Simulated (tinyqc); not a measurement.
## Density of surface states from the Kelvin-probe reading

Inverse problem. n-type bulk, xi = Ec - EF = Vt ln(Nc/Nd), p0 = ni^2/Nd, ni = sqrt(Nc Nv) exp(-Eg/(2 Vt)), Eg in volts. b is the upward band bending, u = b/Vt. Space charge per area, in units of q: Qc = sign(b) sqrt((2 eps0 eps_r Vt/q) [(Nd + dn)(exp(-u) - 1) + Nd u + (p0 + dn)(exp(u) - 1)]), with dn the excess density under light (flat quasi-Fermi levels; 0 in the dark). The states hold -Ds (E0 - xi - b): negative while the Fermi level lies above the neutrality level. Neutrality: Qc + Qf + (charge of the states) = 0. Work function chi + xi + b; contact potential difference CPD = (work function of the sample) - pt. Find b, Qc and Ds.

Parameters, values chosen for the exercise; band and dielectric values close to those of gallium arsenide: temperature T = 300 K; band gap Eg = 1.42 eV; relative permittivity eps_r = 12.7; conduction-band density of states at T Nc = 4.39e17 cm^-3; valence-band density of states at T Nv = 9.16e18 cm^-3; electron affinity chi = 4.04 eV; donor density Nd = 4.4e16 cm^-3; fixed positive charge at the surface Qf = 0 cm^-2; work function of the probe tip pt = 5 eV; depth of their neutrality level below the conduction edge E0 = 0.44 eV.

Constants: q = 1.602176634e-19 C, kB = 1.380649e-23 J/K, Vt = kB T/q, eps0 = 8.8541878128e-14 F/cm where lengths are in cm. Results are converted to the units shown.

CPD = -535.77622 mV

Answer. The CPD gives b, b gives Qc, and neutrality gives Ds.

b = 0.3648 V
Qc = 4.575e11 cm^-2
Ds = 2.900e13 cm^-2 eV^-1

Numbers from tinyqc (`OMP_NUM_THREADS=1 python tinyqc.py 2430043 2430044 out.jsonl`; about 0.01 s on one thread of a shared Intel Xeon 2.30GHz).
